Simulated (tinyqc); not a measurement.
Anneal temperature: kinetics of strain relaxation and threading dislocations in mismatched semiconductor layers. Computed by tinyqc, a small Python program. Command: `OMP_NUM_THREADS=1 python tinyqc.py 3014643 3014644 out.jsonl threading walk`. One thread of a shared host (Intel(R) Xeon(R) Processor @ 2.30GHz), about 0.01 s of CPU time with the checks.

60-degree dislocations on {111} planes of a (001) layer, isotropic elasticity. The Schmid factor is 1/sqrt(6), and a misfit segment relieves strain with b/2.

Inputs (values chosen for the exercise, modelled on Si(0.7)Ge(0.3) on Si): misfit f = 0.0126; shear modulus G = 61.3 GPa; Poisson ratio nu = 0.27; Burgers vector b = 3.89 angstrom; glide activation energy Q = 2.01 eV; velocity prefactor v0 = 22000 m/s per MPa; layer thickness h = 190 nm; anneal temperature T = 766 K; anneal time t = 1500 s; initial thread density rho_0 = 28000 1/cm^2; multiplication constant delta = 8800 1/m.

Sources: multiplication.

Constants: k_B = 8.617333262e-05 eV/K.

Method:
- Excess resolved stress tau = (1/sqrt 6) [2 G (1 + nu)/(1 - nu)] (e - e_eq), e_eq = b (1 - nu/4) [ln(h/b) + 1]/(4 pi (1 + nu) h), the Matthews-Blakeslee strain of an uncapped layer; glide velocity v = v0 tau exp(-Q/(k_B T)), tau in MPa.
- Threads run in two directions, so de/dt = -(b/4) rho v, and they multiply as d rho/dt = delta rho v. With x = e - e_eq, x0 = f - e_eq (fully strained at t = 0) and v = m S x (m the mobility, S x = tau): rho = rho_0 + (4 delta/b)(x0 - x), so dx/dt = -k x (a - x), k = delta m S, a = x0 + b rho_0/(4 delta): a logistic law, x = a/[1 + (a/x0 - 1) exp(k a t)].
- The half time is that at which x = x0/2.

half time = 698.113 s

excess stress tau = 1022.24 MPa

equilibrium strain e_eq = 8.60266e-04

After the time t:
```
T (K)  first velocity (micrometre/s)  relieved (%)  threads (1/cm^2)  half time (s)
651                       6.1854e-03    2.2423e-03        3.0382e+04     1.5137e+05
674                       2.1007e-02    8.4224e-03        3.6947e+04     4.4571e+04
701                       7.9663e-02    4.9064e-02        8.0122e+04     1.1753e+04
722                       2.0969e-01    3.9203e-01        4.4446e+05     4.4653e+03
747                       6.1820e-01    4.8017e+01        5.1037e+07     1.5146e+03
764                       1.2384e+00    9.9970e+01        1.0623e+08     7.5604e+02
788                       3.1384e+00    1.0000e+02        1.0626e+08     2.9834e+02
827                       1.2675e+01    1.0000e+02        1.0626e+08     7.3872e+01
```

What does the comparison show, and why?

The half time follows exp(Q/(k_B T)), a decade for each 55 K near 747 K. Relief goes from 0.39 % at 722 K to 100.0 % at 764 K: with multiplication the onset is abrupt, after an incubation in which threads breed, and the final density is set by delta, not by rho_0. Caution: at stresses above about 1 GPa the linear velocity law understates glide, as stress lowers the kink barrier. Caution: rows with more than 50 % relieved leave out blocking by crossing misfit lines, which slows real layers.

Extremes, crossings and ranges named in words are read from the listed rows.
